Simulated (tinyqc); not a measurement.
# Gap and radiative efficiency from Jsc and Voc

Inverse problem. Photon flux above E from a black body at temperature T into a hemisphere: Phi(E, T) = A sum_k exp(-k E/th)[E^2 th/k + 2 E th^2/k^2 + 2 th^3/k^3], k = 1, 2, ..., with th = kB T/q in eV and A = 2 pi q^3/(h^3 c^2). A cell with a sharp absorption edge has Jsc = q fs X Phi(Eg, Ts) and Voc = Vt ln(1 + Jsc/J0), J0 = q ge Phi(Eg, T)/ERE. Find Eg and ERE.

Parameters, values chosen for the exercise: cell temperature T = 350 K; temperature of the black-body sun Ts = 7000 K; share of the hemisphere filled by the sun fs = 2.16e-5; concentration X = 1; number of faces that emit ge = 1.

Constants: q = 1.602176634e-19 C, kB = 1.380649e-23 J/K, h = 6.62607015e-34 J s, c = 299792458 m/s, Vt = kB T/q. Results are converted to the units shown.

Jsc = 47.8560846 mA/cm^2
Voc = 1.52801708 V

Solution. Phi falls steadily with E, so Jsc fixes Eg; Voc gives J0, and its ratio to the radiative dark current is 1/ERE.

Eg = 2.130 eV
ERE = 1.000e-4

tinyqc, about 0.01 s, one thread, Intel Xeon 2.30GHz (shared host): `OMP_NUM_THREADS=1 python tinyqc.py 2820039 2820040 out.jsonl`
